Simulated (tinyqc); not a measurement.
# Isotype n-N heterojunction, non-linear Poisson equation by Newton steps, Boltzmann statistics: starts and damping rules compared

One dimension, material 1 (n-type) at x < 0 and material 2 (n-type) at x > 0. Band edges: Ec = -psi in material 1 and -psi + dEc in material 2, Ev = Ec - Eg. Equilibrium, Fermi level at 0. n = Nc F((EFn - Ec)/Vt), p = Nv F((Ev - EFp)/Vt), with F(eta) = exp(eta) (Boltzmann statistics); full ionisation, no interface charge, classical densities; the doping types are chosen for the exercise.

a_i = eps0 eps_r/h_i for the interval from node i to i + 1, with h_i = x_(i+1) - x_i in cm.

n_i = Nc F(a_n), a_n = (V - Ec_i)/Vt; p_i = Nv F(a_p), a_p = (Ec_i - Eg)/Vt; rho_i = p_i - n_i + C_i with C = +N1 or +N2; g_i = (n_i + p_i)/Vt. Box widths w_i = (h_(i-1) + h_i)/2 in cm. Residual F_i = a_i (psi_(i+1) - psi_i) - a_(i-1) (psi_i - psi_(i-1)) + q rho_i w_i; Jacobian: a_(i-1) and a_i beside the diagonal, b_i = -a_(i-1) - a_i - q g_i w_i on it. The two end nodes are fixed.

Iterations until the largest undamped |d| is below 1e-9 V (the last, tiny step is counted), with a cap of 100; "overflow" would mean that an exponential left the range of double precision. Starts:
- neutral: psi_L on the nodes of material 1 and psi_R on those of material 2.
- smooth: psi_L + (psi_R - psi_L)(1 + tanh(x/s))/2 on the inner nodes with s = 63 nm, psi_L and psi_R on the ends.
- linear: A straight line in x from psi_L to psi_R.

Rules for the step d, which solves the tridiagonal system a_(i-1) d_(i-1) + b_i d_i + a_i d_(i+1) = -F_i:
- full Newton steps: the full step is added.
- logarithmic damping: each component d is damped to sign(d) Vt ln(1 + |d|/Vt) before it is added.
- steps capped at 4 Vt: if the largest |d| exceeds 4 Vt, the whole step is scaled down so that it equals 4 Vt.
- halved steps: half of the step is added while the largest |d| exceeds 1.5 Vt, the full step after that.

Inputs (values chosen for the exercise); band and dielectric values close to those of CdTe and CdS:
```
symbol    value   unit                                          meaning
T           300      K                                      temperature
Eg1        1.52     eV                           band gap of material 1
er1        10.1                     relative permittivity of material 1
Nc1      7.9e17  cm^-3  conduction-band density of states of material 1
Nv1     1.83e19  cm^-3     valence-band density of states of material 1
Eg2        2.42     eV                           band gap of material 2
er2        9.03                     relative permittivity of material 2
Nc2     2.19e18  cm^-3  conduction-band density of states of material 2
Nv2     1.83e19  cm^-3     valence-band density of states of material 2
dEc       -0.12     eV                 conduction-band offset Ec2 - Ec1
N1         1e16  cm^-3                      donor density of material 1
N2       1.1e16  cm^-3                      donor density of material 2
V             0      V                    bias of side 1 against side 2
```

Constants: q = 1.602176634e-19 C, kB = 1.380649e-23 J/K, Vt = kB T/q, eps0 = 8.8541878128e-14 F/cm where lengths are in cm. Results are converted to the units shown.

```
node	x (nm)	material
0	-424	1
1	-289	1
2	-188	1
3	-113	1
4	-57.1	1
5	-15.5	1
6	15.5	2
7	54.3	2
8	103	2
9	164	2
10	240	2
11	335	2
```

eps_r, interval 0 to 10: 10.1  10.1  10.1  10.1  10.1  9.53508  9.03  9.03  9.03  9.03  9.03
psi_L = -0.112959 V
psi_R = -0.256854 V

Iterations needed:
```
	full Newton steps	logarithmic damping	steps capped at 4 Vt	halved steps
neutral	6	7	6	7
smooth	6	7	6	6
linear	8	8	8	7
```

The fewest iterations, 6, are needed by full Newton steps from the neutral start and steps capped at 4 Vt from the neutral start and full Newton steps from the smooth start and steps capped at 4 Vt from the smooth start and halved steps from the smooth start. Every pairing converges. Lowest count for the worst start: halved steps, at most 7 iterations.

tinyqc, about 0.03 s, one thread, Intel Xeon 2.30GHz (shared host): `OMP_NUM_THREADS=1 python tinyqc.py 2040170 2040171 out.jsonl`
